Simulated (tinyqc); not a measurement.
Inside a calculation. Model: MOSFET in the linear regime without short-channel effects, parameter extraction from computed curves.

Computed by the program tinyqc: `OMP_NUM_THREADS=1 python tinyqc.py 2210001 2210002 out.jsonl`, one thread of a shared Intel Xeon 2.30GHz, about 0.01 s for the whole run. Printed values are rounded.

Inversion charge Q = Cox n Vt W0(exp((Vg - VT)/(n Vt))), W0 the Lambert function and n = nf; u = Q/Cox; mobility mu = mu0/(1 + th1 u + th2 u^2); channel resistance Rch = (L - dL)/(W mu Q); Id = Vd/(Rch + Rsd/W). Cox = eps0 eox/tox. Small Vd, no channel-length or drain effects.

Values chosen for this exercise; channel values of the order met in silicon transistors: temperature T = 77 K; relative permittivity of the gate insulator (close to silicon dioxide) eox = 3.9; insulator thickness tox = 5 nm; low-field mobility mu0 = 180 cm^2/(V s); first mobility attenuation factor th1 = 0.18 1/V; second mobility attenuation factor th2 = 0.16 1/V^2; threshold voltage VT = 0.55 V; body factor nf = 1.4; gate width W = 1 um; drawn gate length L = 0.05 um; drawn less effective length dL = 0.017 um; source plus drain resistance Rsd = 170 ohm um; drain voltage Vd = 0.025 V.

Constants: q = 1.602176634e-19 C, kB = 1.380649e-23 J/K, Vt = kB T/q, eps0 = 8.8541878128e-14 F/cm where lengths are in cm. Results are converted to the units shown.

## Transfer curve

| point | Vg (V) |
|---|---|
| 0 | 0.35 |
| 1 | 0.45 |
| 2 | 0.55 |
| 3 | 0.65 |
| 4 | 0.75 |
| 5 | 0.85 |
| 6 | 0.95 |
| 7 | 1.05 |
| 8 | 1.15 |
| 9 | 1.25 |
| 10 | 1.35 |
| 11 | 1.45 |

u, mu, Rch and Id as defined.

| point | u (V) | mu (cm^2/(V s)) | Rch (ohm) | Id (uA) |
|---|---|---|---|---|
| 0 | 4.147189e-12 | 180 | 6.400948e13 | 3.905672e-10 |
| 1 | 1.962744e-7 | 180.0000 | 1.352492e9 | 1.848440e-5 |
| 2 | 0.005268469 | 179.8287 | 50434.44 | 0.4940278 |
| 3 | 0.07999857 | 177.2659 | 3369.482 | 7.063180 |
| 4 | 0.1728422 | 173.7634 | 1590.972 | 14.19671 |
| 5 | 0.2687421 | 169.8227 | 1046.982 | 20.54262 |
| 6 | 0.3658759 | 165.5513 | 788.8676 | 26.07242 |
| 7 | 0.4636753 | 161.0218 | 639.9880 | 30.86466 |
| 8 | 0.5618906 | 156.2967 | 544.0878 | 35.00970 |
| 9 | 0.6603901 | 151.4325 | 477.8054 | 38.59184 |
| 10 | 0.7590961 | 146.4804 | 429.7288 | 41.68551 |
| 11 | 0.8579588 | 141.4864 | 393.6313 | 44.35524 |

## Threshold and mobility at the peak transconductance

gm_i = (Id_(i+1) - Id_(i-1))/(Vg_(i+1) - Vg_(i-1)); at the point j of largest gm the tangent meets the axis at V_ext = Vg_j - Id_j/gm_j; field-effect mobility gm_j L/(W Cox Vd) with the drawn L.

| point | gm (uS) |
|---|---|
| 1 | 2.470139 |
| 2 | 35.31581 |
| 3 | 68.51339 |
| 4 | 67.39720 |
| 5 | 59.37858 |
| 6 | 51.61017 |
| 7 | 44.68640 |
| 8 | 38.63591 |
| 9 | 33.37906 |
| 10 | 28.81700 |

j = 3
V_ext = 0.5469080 V
field-effect mobility = 198.4093 cm^2/(V s)

V_ext is 3.1 mV below the model VT, and the mobility so found is 27 % below mu0 L/(L - dL) = 273 cm^2/(V s), the value for the drawn L; attenuation, series resistance and the slow approach of Q to a straight line all lower the peak gm.

## The Y function

Y_i = Id_i/sqrt(gm_i). For Id = beta Vd x/(1 + th x), x = Vg - VT, Y = sqrt(beta Vd) x whatever th. Slope s from points 7 and 10; VT_Y = Vg - Y/s at point 10; beta = s^2/Vd; mobility beta L/(W Cox) with the drawn L; th* = (beta Vd x/Id - 1)/x at point 10.

| point | Y (uA^0.5 V^0.5) |
|---|---|
| 1 | 1.176101e-5 |
| 2 | 0.08313172 |
| 3 | 0.8533212 |
| 4 | 1.729285 |
| 5 | 2.665882 |
| 6 | 3.629223 |
| 7 | 4.617148 |
| 8 | 5.632391 |
| 9 | 6.679723 |
| 10 | 7.765345 |

s = 10.49399 uA^0.5 V^-0.5
VT_Y = 0.6100199 V
beta = 4404.954 uA/V^2
mobility from Y = 318.9100 cm^2/(V s)
th* = 1.290390 1/V

The mobility from Y is 17 % above mu0 L/(L - dL) = 273 cm^2/(V s), which it should reach in deep inversion when th2 = 0. th* compares with th1 + mu0 Cox Rsd/(L - dL) = 0.820 1/V, since series resistance enters like th1. The match is poor here: at these overdrives Q is not yet a straight line in Vg and th2 bends Y.
